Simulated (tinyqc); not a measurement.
Inside a calculation: band edges of strained Si(1-x)Ge(x) on relaxed Si(1-y)Ge(y). Values are carried at full precision from step to step, so a last printed digit may differ when a step is redone from the rounded ones.

Values are linear in the Ge fraction but for ED(x) = linear - CD x (1 - x) and a(x) = linear - Ca x (1 - x). Energies are on the common scale of Ev.

Parameters, chosen for this exercise (end members near Si and Ge, in this order; not measured data):
- a = (5.43, 5.66) angstrom (lattice constant)
- Dso = (0.044, 0.287) eV (spin-orbit splitting)
- av = (2.43, 1.24) eV (valence hydrostatic potential)
- b = (-2.12, -2.55) eV (tetragonal shear potential)
- d = (-4.8, -5.34) eV (trigonal shear potential)
- C11 = (165.4, 127.1) GPa
- C12 = (64.2, 48.1) GPa
- C44 = (80.6, 66.6) GPa
- Ev = (0, 0.63) eV (top of the unstrained valence band)
- ED = (1.133, 0.938) eV (gap to the Delta valleys)
- EL = (1.978, 0.744) eV (gap to the L valleys)
- aD = (1.87, 1.21) eV (hydrostatic potential of the Delta gap)
- aL = (-3.07, -2.57) eV (hydrostatic potential of the L gap)
- XuD = (9.19, 9.41) eV (uniaxial potential, Delta)
- XuL = (15.94, 15.25) eV (uniaxial potential, L)
- CD = 0.185 eV (bowing of the Delta gap)
- Ca = 0.024 angstrom (bowing of the lattice constant)
- x = 0.51 (Ge fraction of the layer)
- y = 0 (Ge fraction of the relaxed buffer)
- face = 001 (growth face)

## Values of the layer and the buffer

Interpolate at x and at y.

Interpolated values (a in angstrom, C11, C12, C44 in GPa, all else in eV):
```
symbol,layer,buffer
a,5.5413,5.4300
Dso,0.1679,0.0440
av,1.8231,2.4300
b,-2.3393,-2.1200
d,-5.0754,-4.8000
C11,145.8670,165.4000
C12,55.9890,64.2000
C44,73.4600,80.6000
Ev,0.3213,0.0000
ED,0.9873,1.1330
EL,1.3487,1.9780
aD,1.5334,1.8700
aL,-2.8150,-3.0700
XuD,9.3022,9.1900
XuL,15.5881,15.9400
```

## Strain of the layer on a (001) buffer

Coherent growth on a (001) face: e_par = (a(y) - a(x))/a(x), e_perp = -2 (C12/C11) e_par; exx = eyy = e_par, ezz = e_perp, no shear.

Use the elastic constants of the layer.

e_par = -0.020086
e_perp = 0.015419

strain tensor in the cubic axes:
```
,x,y,z
x,-0.020086,0.000000,0.000000
y,0.000000,-0.020086,0.000000
z,0.000000,0.000000,0.015419
```

The layer is under compression in the plane; its volume changes by -2.475 %.

## Conduction valleys of the layer

A valley with unit axis u lies at Ev + gap + (av + a_valley) tr(e) + Xu (u.e.u - tr(e)/3); the Delta axes are x, y, z and the L axes [111], [1-1-1], [-11-1], [-1-11]. The second-order shift of the Delta valleys under shear is left out; it lowers the pair normal to the sheared plane by tens of meV at a shear of 1 %.

Give the hydrostatic shifts, the uniaxial shifts and the edges.

hydrostatic shifts of Delta and L (eV): -0.0831  0.0246

uniaxial shifts (eV): Delta x -0.1101, Delta y -0.1101, Delta z 0.2202, L [111] 0.0000, L [1-1-1] 0.0000, L [-11-1] 0.0000, L [-1-11] 0.0000

valley edges (eV): Delta x 1.1154, Delta y 1.1154, Delta z 1.4457, L [111] 1.6945, L [1-1-1] 1.6945, L [-11-1] 1.6945, L [-1-11] 1.6945

The lowest set is Delta4 (the digit counts whole valleys) at 1.1154 eV; the Delta valleys spread over 330 meV and the L valleys over 0 meV.

## Valence edges of the layer

Valence edges: Ev plus the levels of the 6 x 6 matrix of X, Y, Z times spin with -Dso/3 + l exx + m (eyy + ezz) on the diagonal (cyclic), n exy off it, l = av + 2 b, m = av - b, n = sqrt(3) d. Spin-orbit term (Dso/3) L.sigma on X, Y, Z with (L_k)_ij = -i epsilon_kij: <X+|H|Y+> = -i Dso/3, <X+|H|Z-> = Dso/3, <Y+|H|Z-> = -i Dso/3, <Z+|H|X-> = -Dso/3, <Z+|H|Y-> = i Dso/3, <X-|H|Y-> = i Dso/3, and their conjugates; + and - are the spin along z.

Give the strain block and the three twofold edges.

strain block (eV):
```
,X,Y,Z
X,0.0379,0,0
Y,0,0.0379,0
Z,0,0,-0.2112
```

edges from the top (eV): 0.3592  0.2756  0.0258

The top two edges are split by 84 meV.

## Gap and offsets against the buffer

Buffer: Ev(y) and Ec = Ev(y) + min(ED, EL). dEc = Ec(buffer) - Ec(layer), dEv = Ev(layer) - Ev(buffer); positive values confine the carrier in the layer; type I if both have one sign.

gap of the strained layer = 0.7562 eV
gap of the buffer = 1.1330 eV
dEc = 0.0176 eV
dEv = 0.3592 eV

Type I: electrons collect in the layer (18 meV) and holes in the layer (359 meV). The relaxed layer would have a gap of 0.987 eV, so strain has moved it by -231 meV. An offset this small is within the spread of published parameter sets, so the type is not settled by this model.

## Checks

- Mean of the three Delta edges against the hydrostatic shift alone (eV): both 1.22554.

(tinyqc, `OMP_NUM_THREADS=1 python tinyqc.py 1051127 1051128 out.jsonl`, Intel(R) Xeon(R) Processor @ 2.30GHz, 1 thread, shared host, about 0.01 s.)
